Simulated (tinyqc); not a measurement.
Inside a calculation. Method: Hubbard chain of 2 sites. Computed by tinyqc, a small Python program that keeps every step. Settings: hopping = 1.09, U = 3.4, mixing = 0.2, iteration cap = 81. Command: `OMP_NUM_THREADS=1 python tinyqc.py 30226 30227 out.jsonl` (the two numbers bound the seeds that draw the settings). One thread of a shared host (Intel(R) Xeon(R) Processor @ 2.60GHz), about 0.2 s of CPU time with the checks.

one-body matrix (hopping and site energies) (eV):
```
           1          2
1   0.000000  -1.090000
2  -1.090000   0.000000
```

U = 3.400000 eV

electrons, up and down: 1  1

n(up) at the start (a guess, not normalised): 1 0.500000, 2 0.500000

n(down) at the start (a guess): 1 0.500000, 2 0.500000

Each step fills the lowest levels of T + U n(other spin) and sets n(new) = n + mixing (n(out) - n); stop when output and input agree to 1e-8.

Course of the cycle:
```
iteration       E (eV)  largest |n(out) - n(in)|  mean |n_up - n_down|
1          -0.48000000                  1.11e-16              0.000000
```

Can the last value be used, and what does the course show?

No, though the log alone does not show it. Converged in 1 iterations. But random starts reach -0.69888 eV, so this is another stationary point, not the lowest one. Reruns (cap 100 unless said): mixing 0.5: converged in 1 to a higher stationary point (E = -0.48000); mixing 0.9: converged in 1 to a higher stationary point (E = -0.48000). Before convergence this energy mixes input and output and is not variational, so it may rise towards its limit.
